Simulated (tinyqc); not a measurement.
Force balance against energy balance: elastic strain and critical thickness of a cubic alloy layer A(1-x)B(x) on a thick substrate. Computed by tinyqc, a small Python program. Command: `OMP_NUM_THREADS=1 python tinyqc.py 3030651 3030652 out.jsonl misfit walk`. One thread of a shared host (Intel(R) Xeon(R) Processor @ 2.30GHz), about 0.01 s of CPU time with the checks.

Strain is positive in tension. The layer is coherent with the substrate unless said otherwise.

Inputs (values chosen for the exercise, modelled on GaAs(1-x)Sb(x) on GaAs):
```
quantity                        value      unit
fraction x of B                  0.32         -
lattice constant a_A            5.653  angstrom
lattice constant a_B            6.096  angstrom
substrate lattice constant a_S  5.653  angstrom
```

Growth plane: (001). Layer: uncapped. Misfit dislocation: 60-degree.

C11, C12, C44 of A (GPa): 117.6  54.21  59.43

C11, C12, C44 of B (GPa): 87.11  40.49  43.24

Method:
- a = (1 - x) a_A + x a_B, the same rule for each C_ij; misfit f = (a_S - a)/a, the in-plane strain of the coherent layer.
- Voigt averages: G = (C11 - C12 + 3 C44)/5, B = (C11 + 2 C12)/3, nu = (3 B - 2 G)/(2 (3 B + G)); b = a/sqrt(2). The 60-degree dislocation has cos alpha = 1/2, and cos lambda = 1/2 on (001).
- Matthews-Blakeslee: h_c = A [ln(h_c/b) + 1], A = b (1 - nu cos^2 alpha)/(8 pi |f| (1 + nu) cos lambda), the factor 8 pi being that of an uncapped layer.
- People-Bean: h_c = P ln(h_c/b), P = (1 - nu)/(1 + nu) b^2/(16 pi sqrt(2) a f^2). The misfit is scaled by 0.25, 0.4, 0.6, 1, 1.5, 2.2 at fixed a, b and nu; the upper root is taken, and rows with A < 1.3 b or P < 3 b, where the roots shrink to the core size or vanish, are left out.

misfit f = -0.0244635

prefactor A = 1.01389 nm

Poisson ratio nu = 0.236798

Burgers vector b = 0.409751 nm

free lattice constant a = 5.79476 angstrom

Critical thickness:
```
|f| (%)  Matthews-Blakeslee (nm)  People-Bean (nm)   ratio
0.6116                    19.778            474.34  23.983
0.9785                    10.836            156.09  14.405
1.4678                     6.310             57.77   9.155
2.4463                     3.049             15.18   4.980
3.6695                     1.594              4.46   2.797
```

What does the comparison show, and why?

The exponents d ln h_c/d ln f are -1.28 and -2.36 between the first rows, steeper than the -1 and -2 of the prefactors because of the logarithm. The ratio falls from 24.0 to 2.80 as the misfit grows. Where People-Bean lies above, a layer between the lines is metastable: dislocations would lower the energy but have to be nucleated. Above about 2 % misfit islands may come first.
